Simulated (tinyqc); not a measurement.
# Self-heating of a transistor with one or more fingers, with temperature-dependent conductivity, step by step

A worked calculation. Computed by tinyqc, a small Python program that keeps every step. Command: `OMP_NUM_THREADS=1 python tinyqc.py 3002868 3002869 out.jsonl selfheat walk`. One thread of a shared host (Intel(R) Xeon(R) Processor @ 2.30GHz), about 0.07 s of CPU time with the checks. Intermediate numbers are printed to about 6 digits and carried at full precision; extremes and crossings named in words are read from the listed rows.

N long parallel fingers lie on the top face of a slab whose bottom is held at T_0; the top is otherwise insulated, and heat flows in two dimensions. P in W/mm is 1000 P in W/m.

Inputs (values chosen for the exercise, modelled on silicon):
```
quantity                                      value           unit
conductivity at the base temperature kappa_0    113        W/(m K)
exponent m in kappa ~ T^-m                     1.27              -
base temperature T_0                            358              K
power per gate width P                          0.6           W/mm
fingers N                                         5              -
finger pitch s                                   22     micrometre
width of the heat source w                     0.43     micrometre
substrate thickness t                           200     micrometre
phonon free path Lambda                         140             nm
heat capacity C                                1.67  1e6 J/(m^3 K)
pulse length                                     23    microsecond
```

Power: fixed power.

## Geometry factors

A line source of power P on the top face raises the top at distance x by (P/(pi kappa_0)) g(x), g(x) = -ln tanh(pi x/(4 t)) (the image sum for the slab). On a strip of width w the centre sees the mean of g over the strip, g_0 = 1 + ln(8 t/(pi w)) for w much below t.

own factor g_0 = 8.07700

g(j s), j = 1..7: 2.45132  1.76558  1.37227  1.10128  0.89903  0.74142  0.61540

## Linear temperature rise of each finger

theta_i = (P/(pi kappa_0)) [g_0 + sum over j != i of g(|i - j| s)], with equal powers and constant conductivity; thermal resistance = largest theta/P.

theta of each finger (K): 24.9591  27.2408  27.9056  27.2408  24.9591

largest theta = 27.9056 K

thermal resistance = 46.5093 K mm/W

The neighbours supply 51 % of the rise of the hottest finger, which runs 2.9 K above the outer ones.

## Correction for the falling conductivity

Kirchhoff transformation for kappa = kappa_0 (T/T_0)^-m: T = T_0 [1 - (m - 1) theta/T_0]^(-1/(m - 1)), where theta is the linear rise. The bracket vanishes at the power P T_0/((m - 1) theta).

peak temperature = 387.344 K

true rise = 29.3441 K

true rise / linear rise = 1.05155

power at which the formula diverges = 28.5088 W/mm

The falling conductivity adds 5.2 % to the rise.

## Extra rise from ballistic phonons

Near a source smaller than the free path, Fourier's law overstates the flow. Rough estimate: a strip that emits phonons into a half space adds a resistance times area of 4 Lambda/(3 kappa_0), from the ballistic flux C v Delta T/4 with kappa_0 = C v Lambda/3, so Delta T_b = 4 Lambda P/(3 kappa_0 w); Knudsen number Lambda/w.

Knudsen number = 0.325581

ballistic rise Delta T_b = 2.30500 K

Delta T_b / largest theta = 0.0826000

By this estimate the ballistic term is at most a fifth of the Fourier rise.

## Rise at the end of a pulse

After switching on, theta(tau) = (P D/kappa_0) int_0^tau X(u) Z(u) du at the hottest finger, D = kappa_0/C; X = sum over fingers at distance x of [erf((x + w/2)/r) - erf((x - w/2)/r)]/(2 w), Z = sum_(j=-200..200) (-1)^j exp(-(2 j t/r)^2)/sqrt(pi D u), r = 2 sqrt(D u); trapezoid rule on 300 points evenly spaced in ln u from u_0 = 1e-3 min(tau, w^2/D) to tau, plus the exact piece 2 sqrt(u_0/(pi D))/w below u_0. Conductivity and power are held at their base values here, and Fourier's law is used even where the diffusion length is near a phonon free path.

diffusivity D = 67.6647 micrometre^2/microsecond

diffusion length sqrt(D tau) = 39.4498 micrometre

linear rise after the pulse = 16.14 K

share of the steady rise = 0.5784

## Rise against time

The formulas are those given above.

Heating curve:
```
time (microsecond)  sqrt(D time) (micrometre)  rise (K)  share of the steady rise
5.90e-04                             0.199805    2.3281                   0.08343
0.0059                               0.631840     4.204                    0.1506
0.059                                 1.99805    6.1425                    0.2201
0.59                                  6.31840    8.1089                    0.2906
5.9                                   19.9805    11.814                    0.4234
30                                    45.0549    17.125                    0.6137
120                                   90.1097    22.618                    0.8105
350                                   153.892    26.438                    0.9474
890                                   245.401    27.797                    0.9961
```

Half the steady rise is reached between 5.9 and 30 microseconds, and the last row holds 99.6 % of it; the slowest time constant is 4 t^2/(pi^2 D) = 240 microseconds. While the diffusion length lies between w and the pitch or thickness, the rise grows as the logarithm of time; once it nears the pitch of 22 micrometre the neighbours add their heat.

Checks made by the program: g(s) against the alternating image sum (relative difference 5e-07); Kirchhoff integral of kappa/kappa_0 from T_0 to T (relative difference below 1e-10); long-time limit against the steady rise (relative difference 2e-05).
